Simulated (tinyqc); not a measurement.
## Gate voltage for a given inversion charge

Problem. p-type body, charge-sheet picture, depletion and inversion only, full ionisation (an idealisation for deep acceptors), Boltzmann statistics (rough once Na exp(x - xn) passes about Nc/7). In units of Vt: xg = (Vg - Vfb)/Vt, x = psi/Vt, G = gamma/sqrt(Vt), xn = (2 phiF + Vc)/Vt. The implicit equation is (xg - x)^2 = G^2 [x - 1 + exp(x - xn)] for x above about 3. Cox = eps0 eox/tox. ni = sqrt(Nc Nv) exp(-Eg/(2 Vt)), Eg in volts; phiF = Vt ln(Na/ni); gamma = sqrt(2 q eps0 eps_r Na)/Cox. N_inv = (Cox Vt G/q) [sqrt(x - 1 + exp(x - xn)) - sqrt(x - 1)]. Find x - xn, psi and Vg.

Parameters, values chosen for the exercise; band and dielectric values close to those of silicon:
- T = 250 K (temperature)
- Eg = 1.12 eV (band gap)
- eps_r = 11.6 (relative permittivity)
- Nc = 2.15e19 cm^-3 (conduction-band density of states at T)
- Nv = 2e19 cm^-3 (valence-band density of states at T)
- eox = 3.9 (relative permittivity of the gate insulator (close to silicon dioxide))
- tox = 24 nm (insulator thickness)
- Na = 2.4e16 cm^-3 (acceptor density)
- Vfb = -0.51 V (flat-band voltage)
- Vc = 0.5 V (channel-body voltage)

Constants: q = 1.602176634e-19 C, kB = 1.380649e-23 J/K, Vt = kB T/q, eps0 = 8.8541878128e-14 F/cm where lengths are in cm. Results are converted to the units shown.

N_inv = 2.7e10 cm^-2

Answer. N_inv rises steadily with x, so it fixes x; the implicit equation then gives xg directly.

x - xn = 1.68
psi = 1.36 V
Vg = 1.60 V

Computed by the program tinyqc: `OMP_NUM_THREADS=1 python tinyqc.py 2122208 2122209 out.jsonl`, one thread of a shared Intel Xeon 2.30GHz, about 0.01 s for the whole run.
